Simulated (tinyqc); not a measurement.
Density of states of one tight-binding band on the triangular lattice: one step. Energies on the mesh.

E(k) = -2 t (cos 2 pi k1 + cos 2 pi k2 + cos 2 pi (k1 + k2)); k in fractions of the reciprocal vectors, mesh k_i = j/N with j = 0 .. N-1. Densities are per cell and per spin, so the band holds one state.

Inputs chosen for the exercise: t = 2.21 eV (nearest hopping); N = 6 (mesh points along each axis).

Task: Evaluate the band at all 36 points and collect equal values.

Give: Distinct energies.

Result:

Distinct energies:
```
E_k (eV)  points
-13.2600       1
-8.8400        6
-2.2100        6
0.0000         6
4.4200        15
6.6300         2
```

The 36 points give 6 distinct energies between -13.2600 and 6.6300 eV; a dense mesh gives a band from -13.260 to 6.630 eV.

Computed by tinyqc, a small Python program: `OMP_NUM_THREADS=1 python tinyqc.py 1681363 1681364 out.jsonl` (the numbers bound the seed that draws the inputs); one thread of a shared host (Intel(R) Xeon(R) Processor @ 2.30GHz), about 0.09 s for the whole set of steps.
